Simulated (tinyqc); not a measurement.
Capillary instabilities by surface diffusion: grooving and agglomeration of films, edge retraction, wire break-up and smoothing of roughness: one step, computed by the program tinyqc. Command: `OMP_NUM_THREADS=1 python tinyqc.py 3023914 3023915 out.jsonl dewet walk`. One thread of a shared host (Intel(R) Xeon(R) Processor @ 2.30GHz), about 0.01 s of CPU time with the checks.

Isotropic surface energy; shapes change by surface diffusion alone.

Problem. The Mullins constant. B = D_s nu gamma_s Omega^2/(k_B T), D_s = D0 exp(-Q/(k_B T)).

Inputs (values chosen for the exercise, for a model film):
```
quantity                  value        unit
surface energy gamma_s     1.43       J/m^2
atomic volume Omega        11.8  angstrom^3
surface sites nu            8.6      1/nm^2
prefactor D0            1.9e-05       m^2/s
activation energy Q       0.908          eV
temperature T               889           K
time t                       22           s
```

Constants: k_B = 8.617333262e-05 eV/K; k_B = 1.380649e-23 J/K.

Give: D_s; B; length (B t)^(1/4).

Solution.

D_s = 1.353e-10 m^2/s

B = 1.887e+07 nm^4/s

length (B t)^(1/4) = 142.7 nm

Lengths grow as t^(1/4): doubling one takes 16 times as long, or roughly 310 K more.
